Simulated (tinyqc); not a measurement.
Inside a calculation. Method: UKS/PBE in the sto-3g basis, for H4+, spin multiplicity 2. One step of it, computed by the program tinyqc.

Question. Iteration 2: building the Kohn-Sham matrix. J_ij = sum D_kl (ij|kl) with D = D(alpha) + D(beta); F = H + J + V_xc; E = tr D H + tr D J / 2 + E_xc + E_nn.

D(alpha) after iteration 1, lower triangle:
```
,1H 1s,2H 1s,3H 1s,4H 1s
1H 1s,0.506164
2H 1s,0.145084,0.506164
3H 1s,-0.162515,-0.069206,0.506164
4H 1s,-0.069206,-0.162515,0.145084,0.506164
```

D(beta) after iteration 1, lower triangle:
```
,1H 1s,2H 1s,3H 1s,4H 1s
1H 1s,0.218479
2H 1s,-0.008715,0.218479
3H 1s,-0.008715,0.218479,0.218479
4H 1s,0.218479,-0.008715,-0.008715,0.218479
```

core Hamiltonian H = T + V (hartree), lower triangle:
```
,1H 1s,2H 1s,3H 1s,4H 1s
1H 1s,-1.609687
2H 1s,-0.834285,-1.609687
3H 1s,-0.676463,-0.386904,-1.609687
4H 1s,-0.386904,-0.676463,-0.834285,-1.609687
```

Two-electron integrals (ij|kl) in chemists' order, unique and non-zero (hartree):
```
i,j,k,l,(ij|kl)
1,1,1,1,0.774606
2,1,1,1,0.240927
2,1,2,1,0.101594
2,2,1,1,0.428532
2,2,2,1,0.240927
2,2,2,2,0.774606
3,1,1,1,0.184344
3,1,2,1,0.062987
3,1,2,2,0.122154
3,1,3,1,0.063122
3,2,1,1,0.080878
3,2,2,1,0.035306
3,2,2,2,0.086511
3,2,3,1,0.028704
3,2,3,2,0.016186
3,3,1,1,0.384833
3,3,2,1,0.142628
3,3,2,2,0.297623
3,3,3,1,0.184344
3,3,3,2,0.086511
3,3,3,3,0.774606
4,1,1,1,0.086511
4,1,2,1,0.035306
4,1,2,2,0.080878
4,1,3,1,0.028704
4,1,3,2,0.015924
4,1,3,3,0.080878
4,1,4,1,0.016186
4,2,1,1,0.122154
4,2,2,1,0.062987
4,2,2,2,0.184344
4,2,3,1,0.042122
4,2,3,2,0.028704
4,2,3,3,0.122154
4,2,4,1,0.028704
4,2,4,2,0.063122
4,3,1,1,0.142628
4,3,2,1,0.060382
4,3,2,2,0.142628
4,3,3,1,0.062987
4,3,3,2,0.035306
4,3,3,3,0.240927
4,3,4,1,0.035306
4,3,4,2,0.062987
4,3,4,3,0.101594
4,4,1,1,0.297623
4,4,2,1,0.142628
4,4,2,2,0.384833
4,4,3,1,0.122154
4,4,3,2,0.080878
4,4,3,3,0.428532
4,4,4,1,0.086511
4,4,4,2,0.184344
4,4,4,3,0.240927
4,4,4,4,0.774606
```

nuclear repulsion = 2.30838294 hartree

V_xc(alpha) (hartree), lower triangle:
```
,1H 1s,2H 1s,3H 1s,4H 1s
1H 1s,-0.438516
2H 1s,-0.162845,-0.438516
3H 1s,-0.122465,-0.065974,-0.438516
4H 1s,-0.065974,-0.122465,-0.162845,-0.438516
```

V_xc(beta) (hartree), lower triangle:
```
,1H 1s,2H 1s,3H 1s,4H 1s
1H 1s,-0.376000
2H 1s,-0.140232,-0.376000
3H 1s,-0.109205,-0.059166,-0.376000
4H 1s,-0.059166,-0.109205,-0.140232,-0.376000
```

E_xc = sum of w rho eps_xc = -0.98107033 hartree

Give: Coulomb J; F(alpha); F(beta); total energy of this density.

Answer.

Coulomb J (hartree), lower triangle:
```
,1H 1s,2H 1s,3H 1s,4H 1s
1H 1s,1.4160
2H 1s,0.5780,1.4160
3H 1s,0.4597,0.2518,1.4160
4H 1s,0.2518,0.4597,0.5780,1.4160
```

F(alpha) (hartree), lower triangle:
```
,1H 1s,2H 1s,3H 1s,4H 1s
1H 1s,-0.6322
2H 1s,-0.4191,-0.6322
3H 1s,-0.3393,-0.2011,-0.6322
4H 1s,-0.2011,-0.3393,-0.4191,-0.6322
```

F(beta) (hartree), lower triangle:
```
,1H 1s,2H 1s,3H 1s,4H 1s
1H 1s,-0.5697
2H 1s,-0.3965,-0.5697
3H 1s,-0.3260,-0.1943,-0.5697
4H 1s,-0.1943,-0.3260,-0.3965,-0.5697
```

total energy of this density = -1.433670 hartree

This density is a damped mixture and is not idempotent.
